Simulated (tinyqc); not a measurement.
Formation energy of a charged point defect from supercell energies: one step, computed by the program tinyqc. Command: `OMP_NUM_THREADS=1 python tinyqc.py 3015347 3015348 out.jsonl formation walk`. One thread of a shared host (Intel(R) Xeon(R) Processor @ 2.30GHz), about 0.01 s of CPU time with the checks.

The host is a compound AB. Making the defect adds n_A = -1, n_B = 0 atoms to the cell. All total energies are inputs. E_F is counted from the valence-band maximum (VBM); x = 0 is A-rich and x = 1 B-rich growth.

Question. Concentrations at the given E_F and T. E_f(q, E_F) = E_f(q, 0) + q E_F. c_q = N_s exp(-E_f(q, E_F)/k_B T), with all degeneracy factors one and no vibrational entropy.

Inputs (values chosen for the exercise, with gap and screening modelled on CdS): Fermi level E_F = 1.33 eV; temperature T = 800 K; site density N_s = 2e+22 cm^-3.

Defect: vacancy of A. Supercell lattice: bcc.

charge states q: 2  1  0

E_f(q, 0) (eV): (q=+2) 0.494168, (q=+1) 1.634292, (q=0) 3.475000

Constants: k_B = 8.617333262e-05 eV/K.

Give: Charge states; lowest formation energy; total concentration; mean charge.

Answer.

Charge states:

| q | E_f (eV) | c_q (cm^-3) | share |
|---|---|---|---|
| +2 | 3.154 | 2.696e+02 | 5.981e-02 |
| +1 | 2.964 | 4.235e+03 | 9.396e-01 |
| 0 | 3.475 | 2.567e+00 | 5.697e-04 |

lowest formation energy = 2.964 eV

total concentration = 4507 cm^-3

mean charge = 1.059 e

State +1 holds 94.0 % of the defects.
